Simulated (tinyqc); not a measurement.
Landau-Devonshire theory of a uniaxial ferroelectric: one step, computed by the program tinyqc.

G(P) = (alpha/2) P^2 + (beta*/4) P^4 + (gamma/6) P^6 - E P per volume, SI units, one domain, P along the polar axis, which is normal to the film.

Problem. Spontaneous polarisation, susceptibility, coercive field. Ps^2 = [-beta* + sqrt(beta*^2 - 4 alpha gamma)]/(2 gamma). chi = 1/(eps_0 G''), G'' = alpha + 3 beta* P^2 + 5 gamma P^4 at Ps. Ps, chi and the coercive field are for perfect screening, without a depolarising field. The intrinsic coercive field is |alpha P + beta* P^3 + gamma P^5| at the P_c where G'' = 0. 1 C/m^2 = 100 microcoulomb/cm^2.

Inputs (values chosen for the exercise, for a model ferroelectric): Curie-Weiss temperature T0 = 670 K; gamma = 3.01e+10 J m^9/C^6; temperature T = 317 K.

Sample: epitaxial film.

alpha = -5.178039e+08 J m/C^2

beta* = 2.549412e+09 J m^5/C^4

Constants: eps_0 = 8.8541878128e-12 F/m.

Give: spontaneous polarisation Ps; susceptibility chi; well depth G(Ps); P_c; intrinsic coercive field.

Solution.

spontaneous polarisation Ps = 30.90 microcoulomb/cm^2

susceptibility chi = 71.28

well depth G(Ps) = -14.54 MJ/m^3

P_c = 19.62 microcoulomb/cm^2

intrinsic coercive field = 73.59 MV/m

P_c/Ps = 0.635, above the 0.577 of a quartic well, as the sixth-order term matters. Real switching runs by domain nucleation at far lower fields. Caution: far below T0* the expansion with linear alpha(T) is only a fit.
